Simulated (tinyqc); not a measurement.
Carrier lifetime from Shockley-Read-Hall, radiative, Auger and surface recombination: one step, computed by the program tinyqc.

Energies are counted from the top of the valence band. Boltzmann statistics, full ionisation, and equal excess densities of electrons and holes.

Question. Lifetimes at the given injection. With n = n_0 + dn, p = p_0 + dn and U/dn = 1/tau: (n p - n_i^2)/dn = n_0 + p_0 + dn = s; 1/tau_SRH = s/[tau_p0 (n + n1) + tau_n0 (p + p1)]; 1/tau_rad = B s; 1/tau_Aug = (C_n n + C_p p) s; the rates add, with 1/tau_s. Radiative efficiency = tau_eff/tau_rad; effective diffusion length = sqrt(D tau_eff).

Inputs (values chosen for the exercise, with bands modelled on germanium):
```
quantity                   value    unit
temperature T                250       K
radiative coefficient B  4.3e-14  cm^3/s
Auger coefficient C_n    1.8e-31  cm^6/s
Auger coefficient C_p    3.7e-31  cm^6/s
excess density dn        2.7e+13   cm^-3
diffusion coefficient D       19  cm^2/s
```

Doping: n-type. Surface term: two equal surfaces.

n_0 = 2.800027e+14 cm^-3

p_0 = 2.690350e+09 cm^-3

tau_p0 = 0.001007818 s

n1 = 4.704144e+11 cm^-3

tau_n0 = 7.890796e-05 s

p1 = 1.601365e+12 cm^-3

tau_s = 2.844804e-06 s

Give: tau_SRH at dn; tau_rad at dn; tau_Aug at dn; effective lifetime at dn; radiative efficiency at dn; effective diffusion length at dn.

Answer.

tau_SRH at dn = 0.001017 s

tau_rad at dn = 0.07575 s

tau_Aug at dn = 49.92 s

effective lifetime at dn = 2.837e-06 s

radiative efficiency at dn = 3.745e-05

effective diffusion length at dn = 73.42 micrometre
